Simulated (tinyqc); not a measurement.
Tolerances: periodic multilayer mirror for extreme ultraviolet light.

s polarisation, vacuum above. q_j = sqrt(N_j^2 - sin^2 theta); interface r_jk = (q_j - q_k)/(q_j + q_k) exp(-2 (2 pi/lam)^2 q_j q_k sg^2) (Nevot-Croce; sg = 0 if not given); phase factor of a layer x_j = exp(4 pi i q_j d_j/lam). Each period has the spacer (thickness (1 - Gm) L) on top of the absorber (Gm L). In this recursion R is the amplitude; R in tables and results is the reflectance, its squared modulus. The substrate is of the spacer material. Starting with R = 0 in it, each interface upward gives R -> (r + R x)/(1 + r R x), x that of the layer below the interface (1 for the substrate).

Parameters, chosen for this exercise (optical constants near those of Mo and Si at 13.5 nm; the results hold for these values, not for the real material): lam = 13.5 nm (wavelength); dA = (0.0779, 0.00681) (delta and beta of the absorber, N = 1 - delta + i beta); dS = (0.0009, 0.0017) (delta and beta of the spacer and the substrate); L = 6.92 nm (period); Gm = 0.43 (absorber share of the period); theta = 3 degrees (angle from the normal); sg = 0 nm (interface roughness); Np = 40 (periods).

R of the mirror, and R^10 for a chain of ten such mirrors.

Results for these values:

| case | R | R^10 |
|---|---|---|
| base | 0.7336 | 0.0451 |

What happens to each result for lam = 13.55 nm, all else kept?

Answer: R falls from 0.7336 to 0.7262; R^10 falls from 0.0451 to 0.0408.

The same for each parameter in turn:

| case | R | R^10 |
|---|---|---|
| base | 0.7336 | 0.0451 |
| L = 6.96 nm | 0.7299 | 0.0429 |
| Gm = 0.47 | 0.7232 | 0.0391 |
| theta = 5 degrees | 0.7298 | 0.0429 |
| sg = 0.2 nm | 0.7286 | 0.0422 |
| dA = (0.0779, 0.00817) | 0.7083 | 0.0318 |
| lam = 13.55 nm | 0.7262 | 0.0408 |

Run: tinyqc, `OMP_NUM_THREADS=1 python tinyqc.py 1682601 1682602 out.jsonl`; Intel(R) Xeon(R) Processor @ 2.30GHz, one thread, shared host; about 0.01 s of CPU time with all checks.
